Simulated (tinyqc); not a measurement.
Non-parabolicity of the conduction band: eight-band Kane k.p model.

Eight-band Kane model, basis S, X, Y, Z times spin, zero of energy at the top of the unstrained valence band, c = hbar^2/2m0. Within each spin: H_SS = Eg + A c k^2, H_SX = i P kx (likewise Y, Z), H_XX = -Dso/3 + L kx^2 + M (ky^2 + kz^2), H_XY = N kx ky, and cyclic. Spin-orbit term (Dso/3) L.sigma on X, Y, Z with (L_k)_ij = -i epsilon_kij: <X+|H|Y+> = -i Dso/3, <X+|H|Z-> = Dso/3, <Y+|H|Z-> = -i Dso/3, <Z+|H|X-> = -Dso/3, <Z+|H|Y-> = i Dso/3, <X-|H|Y-> = i Dso/3, and their conjugates; + and - are the spin along z. Terms from inversion asymmetry are left out, so every level is twofold.

P = sqrt(Ep c); A = 1/me - Ep (Eg + 2 Dso/3)/(Eg (Eg + Dso)) keeps the electron mass; g1' = g1 - Ep/(3 Eg), g2' = g2 - Ep/(6 Eg), g3' = g3 - Ep/(6 Eg) remove the coupling to S that the Luttinger values already hold; L = -c (g1' + 4 g2'), M = -c (g1' - 2 g2'), N = -6 c g3'.

Constants: hbar^2/2m0 = 3.80998211 eV angstrom^2.

Inputs chosen for the exercise (near those of InAs; shifted at random, so the results belong to these values and not to a real crystal): Eg = 0.418 eV (gap at Gamma to the s-like level); Dso = 0.39 eV (spin-orbit splitting); Ep = 21.4 eV (Kane energy); me = 0.0259 m0 (electron mass at Gamma); g1 = 20.01 (Luttinger gamma1); g2 = 8.48 (gamma2); g3 = 9.22 (gamma3); kmax = 0.05 1/angstrom (end of the path).

Unstrained, along [111], six points up to kmax. Parabolic: E = c k^2/me. Two-band form: E (1 + alpha E) = c k^2/me with alpha = (1 - me)^2/Eg. The column alpha(k) solves that form for alpha with the eight-band energy. Energies from the conduction edge.

Energies:
```
|k| (1/angstrom),parabolic (eV),two-band (eV),eight-band (eV),alpha(k) (1/eV),parabolic / eight-band
0.0083,0.0102,0.0100,0.0099,2.748,1.027
0.0167,0.0409,0.0376,0.0370,2.788,1.103
0.0250,0.0919,0.0781,0.0756,2.849,1.215
0.0333,0.1634,0.1269,0.1208,2.926,1.353
0.0417,0.2554,0.1810,0.1691,3.017,1.510
0.0500,0.3678,0.2386,0.2186,3.120,1.682
```

alpha = 2.270 1/eV

At the last point the parabola lies a factor 1.68 above the eight-band value, and the two-band form 19.9 meV above it. The parabola stays within 5 % up to |k| = 0.0083 1/angstrom of the points listed. alpha(k) goes from 2.748 to 3.120 1/eV, a spread of 13.5 % over this range; the simple rule gives 2.270, 17 % below the first value, as it knows neither Dso nor the remote terms.

Computed by tinyqc, a small Python program: `OMP_NUM_THREADS=1 python tinyqc.py 1081013 1081014 out.jsonl` (the numbers bound the seed that draws the inputs); one thread of a shared host (Intel(R) Xeon(R) Processor @ 2.30GHz), about 0.05 s for the whole set of steps.
